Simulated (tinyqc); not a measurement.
What moves the results: free-carrier optics of a doped semiconductor (Drude model with one polar phonon). A value that a table varies takes the place of the one given here.

eps(E) = ei [1 - Ep^2/(E^2 + i E Gam)] + (es - ei) wT^2/(wT^2 - E^2 - i E gT), with Ep^2 = 8 pi c (e^2/(4 pi eps0)) N/(m ei), c = hbar^2/2m0, N in 1/angstrom^3 (1e-24 per 1/cm^3); Gam = hbar/tau, tau = mu m m0/e with m0/e = 5.685630e-12 kg/C and mu in m^2/(V s). Energies in meV.

n + i k = sqrt(eps1 + i eps2) with k >= 0; R = ((n - 1)^2 + k^2)/((n + 1)^2 + k^2) at normal incidence from vacuum; alpha = 2 E k/(hbar c), times 1e8 for 1/cm; loss function Im(-1/eps) = eps2/(eps1^2 + eps2^2).

Constants: hbar^2/2m0 = 3.80998211 eV angstrom^2; e^2/(4 pi eps0) = 14.39964547 eV angstrom; hbar = 6.58211957e-16 eV s; hbar c = 1973.269805 eV angstrom.

Inputs chosen for the exercise (mass and dielectric values near those of GaAs; N and mu are free inputs; interband absorption and the rise of the mass with filling are left out; the results hold for these values, not for the real material): m = 0.0646 m0 (conductivity mass); ei = 11.21 (high-frequency dielectric constant); wT = 33.1 meV (TO phonon); es = 13.49 (static dielectric constant); N = 3.1e+18 1/cm^3 (carrier density); mu = 2700 cm^2/(V s) (mobility); gT = 0.3 meV (phonon damping); E = 62.7 meV (photon energy).

## The coupled modes against doping

L-, L+ solve E^4 - (wL^2 + Ep^2) E^2 + Ep^2 wT^2 = 0, wL = wT sqrt(es/ei); damping left out; energies in meV.

Modes:
```
N (1/cm^3)      Ep     L-      L+  Ep sqrt(ei/es)
2.0e+16       6.17   5.61   36.40            5.63
7.0e+16      11.54  10.43   36.65           10.52
2.0e+17      19.51  17.25   37.44           17.79
4.0e+17      27.60  23.30   39.21           25.16
7.0e+17      36.51  27.94   43.25           33.28
1.0e+18      43.64  29.95   48.22           39.78
3.0e+18      75.58  32.34   77.36           68.90
7.0e+18     115.45  32.80  116.49          105.24
2.0e+19     195.14  33.00  195.73          177.89
```

wL = 36.31 meV

What does this show, and why?

At low density L- follows Ep sqrt(ei/es) (5.61 against 5.63), a plasmon screened by the lattice, and L+ starts at wL. At the highest density L- has come within 0.10 meV of wT, since the carriers screen the field that lifts wL, and L+ is within 0.59 meV of Ep. The branches are closest, 15.31 meV, at 7e+17 1/cm^3 of those listed. The mass is held fixed, while in a real band it rises with filling.

## Reflectance across the plasma edge

Spectrum:
```
E (meV)     eps1    eps2      R  alpha (1/cm)
7.7      -626.64  551.91  0.952      2.11e+04
23.0      -99.85   33.37  0.940      2.36e+04
38.4      -38.95    7.73  0.941      2.44e+04
53.8      -12.70    2.79  0.895      1.95e+04
65.3       -4.94    1.57  0.797      1.49e+04
76.8       -0.45    0.96  0.300      6.76e+03
84.5        1.59    0.73  0.031      2.41e+03
96.0        3.76    0.50  0.104      1.24e+03
115.2       6.04    0.29  0.178           682
153.7       8.30    0.12  0.235           327
230.5       9.92    0.04  0.268           133
384.1      10.74    0.01  0.284          46.1
```

How do the results move?

Ep = 76.8 meV and Gam = 6.6 meV. R is 0.952 at the lowest energy and lowest, 0.031, at 84.5 meV of those listed; without damping and phonon it would vanish at Ep sqrt(ei/(ei - 1)) = 80.5 meV. At the highest energy R is 0.284, against 0.292 for ei alone. Between the last two rows alpha goes as E^-2.08, where the Drude limit far above Ep and Gam is E^-2. Inside the metallic range the phonon cuts a dip in R near L-, below wT = 33.1 meV, which the rows may miss.

## Free-carrier absorption and index change in the near infrared

At the wavelengths listed E = hc/lambda (hc = 1239.841984 eV nm). Approximate forms: alpha = ei Ep^2 Gam/(E^2 sqrt(ei) hbar c) and dn = -sqrt(ei) Ep^2/(2 E^2). The phonon term is left out here.

Free carriers:
```
lambda (micrometre)  E (meV)  alpha (1/cm)  alpha, approximate       dn  dn, approximate
1.31                   946.4          7.45                7.42  -0.0110          -0.0110
1.55                   799.9          10.4                10.4  -0.0155          -0.0154
2.00                   619.9          17.4                17.3  -0.0258          -0.0257
3.00                   413.3          39.6                38.9  -0.0583          -0.0579
5.00                   248.0           114                 108   -0.165           -0.161
8.00                   155.0           318                 277   -0.439           -0.411
10.60                  117.0           641                 486   -0.820           -0.722
```

What does this show, and why?

At 1.55 micrometre alpha = 10.4 1/cm and dn = -0.0155; a phase shift of pi needs a length lambda/(2 |dn|) = 50.1 micrometre, over which the loss is 0.23 dB. The approximate alpha is within 5 % up to 5 micrometre of the wavelengths listed; it needs photon energies well above both Ep and Gam, which lie at 16.1 and 186.8 micrometre. Interband and intervalley absorption are left out.

## What moves the optical constants

At the energy E. Each row changes one parameter from the base and keeps the others.

Results:
```
case                  Ep (meV)  Gam (meV)       R  alpha (1/cm)
base                     76.83       6.64  0.8312      1.61e+04
N = 4.65e+18 1/cm^3      94.09       6.64  0.9167      2.44e+04
m = 0.0775 m0            70.14       5.53  0.7639      1.22e+04
mu = 1620 cm^2/(V s)     76.83      11.06  0.7392      1.60e+04
ei = 11.77               74.98       6.64  0.8037      1.51e+04
E = 75.2 meV             76.83       6.64  0.4331      8.25e+03
```

How do the results move?

The largest shifts from the base row, up to three for each result and ties (the steps differ in size, so this ranks the rows, not the parameters). Ep (meV): N +17.27, m -6.68, ei -1.85; unchanged at the printed digits by mu and E. Gam (meV): mu +4.42, m -1.10; unchanged at the printed digits by N, ei and E. R: E -0.3981, mu -0.0920, N +0.0856. alpha (1/cm): N +8.29e+03, E -7.87e+03, m -3.91e+03.

Computed by tinyqc, a small Python program: `OMP_NUM_THREADS=1 python tinyqc.py 1652663 1652664 out.jsonl` (the numbers bound the seed that draws the inputs); one thread of a shared host (Intel(R) Xeon(R) Processor @ 2.30GHz), about 0.01 s for the whole set of steps.
